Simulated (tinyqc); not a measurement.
Planar ballistic transistor, top-of-the-barrier model: one step of the calculation.

At the top of the source barrier, states moving towards the drain are filled by the source (Fermi level 0) and states moving back by the drain (Fermi level -q Vd); nothing scatters. U is the shift of the band edge there, set by the capacitances CG, CD and CS (the total) and by the charge. Parabolic two-dimensional band; the source is grounded.

Problem. Density of states, capacitances and charge at zero bias. N0 = gv m kB T/(pi hbar^2), CG = eps0 eox/tox, vT = sqrt(2 kB T/(pi m)), CS = CG/aG, n0 = n at U = 0 and Vd = 0. eta1 = -(E0 + U)/Vt, eta2 = eta1 - Vd/Vt, n = (N0/2)[F_0(eta1) + F_0(eta2)], F_0(x) = ln(1 + exp x). UL = -(aG Vg + aD Vd).

Parameters, values chosen for the exercise; mass and valleys close to those of indium arsenide:
```
symbol,value,unit,meaning
T,300,K,temperature
m,0.0311,m0,effective mass
gv,1,,valley degeneracy
eox,3.9,,relative permittivity of the gate insulator
tox,2.6,nm,insulator thickness
aG,0.95,,gate control CG/CS
aD,0.02,,drain control CD/CS
E0,0.15,eV,band edge at the barrier top above the source Fermi level at zero bias
Vg,0.5,V,gate voltage
Vd,0.7,V,drain voltage
```

Constants: q = 1.602176634e-19 C, kB = 1.380649e-23 J/K, hbar = 1.054571817e-34 J s, m0 = 9.1093837015e-31 kg, Vt = kB T/q, eps0 = 8.8541878128e-14 F/cm where lengths are in cm. Results are converted to the units shown.

Give: N0; CG; CS; n0; UL.

Solution.

N0 = 3.359e11 cm^-2
CG = 1.328 uF/cm^2
CS = 1.398 uF/cm^2
n0 = 1.013e9 cm^-2
UL = -0.4890 eV

Numbers from tinyqc (`OMP_NUM_THREADS=1 python tinyqc.py 2400108 2400109 out.jsonl`; about 0.01 s on one thread of a shared Intel Xeon 2.30GHz).
